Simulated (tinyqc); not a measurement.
# Thin-film transistor with exponential tail and deep states, accumulation layer: what changes with what

An undoped film in accumulation, thicker than the space-charge layer. With band bending psi the Fermi level lies E0 - psi below the band edge. Free electrons n = n0 exp(psi/Vt) carry the current; electrons in two exponential distributions of traps, a = a0 exp(psi/Va) and d = d0 exp(psi/Vp), do not. Linear regime, ohmic contacts, traps in equilibrium.

Parameters, values chosen for the exercise; values close to those of amorphous indium gallium zinc oxide: temperature T = 300 K; relative permittivity of the semiconductor eps_r = 10; density of extended states Nc = 6.2e18 cm^-3; band mobility mb = 13 cm^2/(V s); total density of tail states Nt = 3.7e18 cm^-3; characteristic temperature of the tail Tt = 370 K; total density of deep states Nd = 9.9e16 cm^-3; characteristic temperature of the deep states Td = 1610 K; bulk Fermi level below the band edge E0 = 0.67 eV; gate capacitance Ci = 35 nF/cm^2; ratio W/L WL = 5; drain voltage Vd = 0.1 V; gate voltage above flat band Vg = 5.4 V.

Constants: q = 1.602176634e-19 C, kB = 1.380649e-23 J/K, Vt = kB T/q, eps0 = 8.8541878128e-14 F/cm where lengths are in cm. Results are converted to the units shown.

Each table varies one quantity; the others keep the values above.

## Transfer curve

Va = kB Tt/q, Vp = kB Td/q; n0 = Nc exp(-E0/Vt), a0 = Nt th(T/Tt) exp(-E0/Va), d0 = Nd th(T/Td) exp(-E0/Vp), th(x) = pi x/sin(pi x). G(psi) = sum over the three kinds of c0 [V (exp(psi/V) - 1) - psi], field F = sqrt(2 q G/(eps0 eps_r)); Vg = psi + eps0 eps_r F/Ci at the surface. Total charge Q = Ci (Vg - psi_s); free charge Qf = q times the integral of n0 (exp(psi/Vt) - 1)/F over psi from 0 to psi_s; I = (W/L) mb Qf Vd; effective mobility mb Qf/Q. The last column is d ln I/d ln Vg.

Transfer curve:
```
Vg (V)  E0 - psi_s (eV)  Q (nC/cm^2)  free share (%)  effective mobility (cm^2/(V s))    I (nA)  exponent
0.22             0.5581        3.783        9.036e-5                         1.175e-5  2.222e-5     2.940
0.35             0.4993        6.275        3.026e-4                         3.933e-5  1.234e-4     4.569
0.57             0.4114        10.90        0.002791                         3.628e-4  0.001977     6.845
0.94             0.2939        19.74         0.07730                          0.01005   0.09917     8.400
1.5              0.1922        35.78           1.260                           0.1638     2.930     5.432
2.5              0.1267        68.49           4.862                           0.6321     21.64     2.880
4.1             0.08319        123.0           8.911                            1.158     71.22     2.065
6.6             0.04789        209.2           12.80                            1.665     174.1     1.730
11              0.01330        362.0           17.01                            2.211     400.3     1.547
```

The current rises from 2.22e-5 to 400 nA and the free share rises from 9.04e-5 to 17.0 %; the exponent goes from 2.94 through a maximum of 8.40 (at Vg = 0.94 V among the rows listed) to 1.55. If one kind of trap held all the charge, I would go as Q^(2 Tx/T - 1): 9.73 for the deep states, 1.47 for the tail and 1 for free electrons alone. For Vg = 6.6 to 11 V the surface Fermi level is within 2 Vt of the band edge, where the exponential forms fail. For Vg = 1.5 to 11 V the th form, which assumes a Fermi level far below the edge, overcounts the filled tail at the surface by more than 15 %.

## Effect of the total density of tail states

Same model as above.

Effect of the total density of tail states:
```
Nt (cm^-3)  E0 - psi_s (eV)  Q (nC/cm^2)  free share (%)  effective mobility (cm^2/(V s))  I (nA)
1.2e17              0.01933        166.2           61.37                            7.979   663.1
2.8e17              0.02291        166.4           53.02                            6.892   573.3
6.6e17              0.03026        166.6           39.43                            5.126   427.0
1.5e18              0.04252        167.0           24.22                            3.149   263.0
3.5e18              0.06091        167.7           11.78                            1.532   128.4
8e18                0.08292        168.5           5.007                           0.6509   54.82
1.8e19               0.1066        169.3           2.001                           0.2602   22.02
```

As Nt goes from 1.2e17 to 1.8e19 cm^-3, the free share falls from 61.4 to 2.00 %, the distance of the Fermi level from the edge rises from 0.0193 to 0.107 eV and the current falls from 663 to 22.0 nA. Q varies by only 1.8 %: the gate sets the charge, the traps decide how much of it moves. For Nt = 1.2e17 to 1.5e18 cm^-3 the surface Fermi level is within 2 Vt of the band edge, where the exponential forms fail. In every row the th form, which assumes a Fermi level far below the edge, overcounts the filled tail at the surface by more than 15 %.

Program tinyqc, `OMP_NUM_THREADS=1 python tinyqc.py 2610057 2610058 out.jsonl`; Intel Xeon 2.30GHz, shared host, one thread, about 0.02 s.
